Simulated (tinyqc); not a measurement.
# Changing the island volume V

Model: strain-driven roughening and islands of a mismatched epitaxial film. Computed by tinyqc, a small Python program. Command: `OMP_NUM_THREADS=1 python tinyqc.py 3008931 3008932 out.jsonl island sweep`. One thread of a shared host (Intel(R) Xeon(R) Processor @ 2.30GHz), about 0.01 s of CPU time with the checks.

Film and substrate share isotropic elastic constants; the film is coherent and biaxially strained.

Inputs (values chosen for the exercise, modelled on GaN on AlN):
```
quantity                                    value     unit
misfit |f|                                  0.023        -
shear modulus G                               120      GPa
Poisson ratio nu                             0.21        -
surface energy gamma                         1.81    J/m^2
contact angle of the shallow shape theta_1   8.92  degrees
contact angle of the steep shape theta_2       25  degrees
facet energy of shape 1 over gamma          1.003        -
facet energy of shape 2 over gamma          1.022        -
```

Constants: e = 1.602176634e-19 C.

Method:
- M = 2 G (1 + nu)/(1 - nu); stress = M f; energy density w = M f^2.
- Shallow faceted island (Tersoff form): E = 4 Gam V^(2/3) tan^(1/3)(theta) - 6 c V tan(theta), Gam = gamma [x/sin(theta) - 1/tan(theta)], x the facet energy over gamma, c = stress^2 (1 - nu)/(2 pi G).
- The barrier is the maximum of E, at V_c = [4 Gam/(9 c)]^3 / tan^2(theta) (1 GPa nm = 1 J/m^2).
- The two energies cross at V_x^(1/3) = 4 [Gam_2 t2^(1/3) - Gam_1 t1^(1/3)]/(6 c (t2 - t1)), t = tan(theta); mu = dE/dV.

One run for each value:
```
island volume V (nm^3)  E of shape 1 (eV)  E of shape 2 (eV)
12                             7.1547e+00         3.4585e+01
24                             9.1778e+00         4.8425e+01
48                             1.0210e+01         6.3919e+01
98                             7.2964e+00         7.5730e+01
200                           -6.8933e+00         6.6487e+01
400                           -4.7269e+01        -2.3868e+00
820                           -1.5310e+02        -2.3208e+02
1700                          -4.1039e+02        -8.5704e+02
3400                          -9.6023e+02        -2.2778e+03
6900                          -2.1775e+03        -5.5477e+03
```

Over the rows, E of shape 1 (eV) goes from 7.15 through a maximum among these rows, 10.2 at 48.0, to -2180; E of shape 2 (eV) goes from 34.6 through a maximum among these rows, 75.7 at 98.0, to -5550. Each curve rises while the surface term V^(2/3) rules, peaks at V_c, passes zero at (3/2)^3 V_c and then falls with the volume term.

Extremes, crossings and ranges named in words are read from the listed rows.
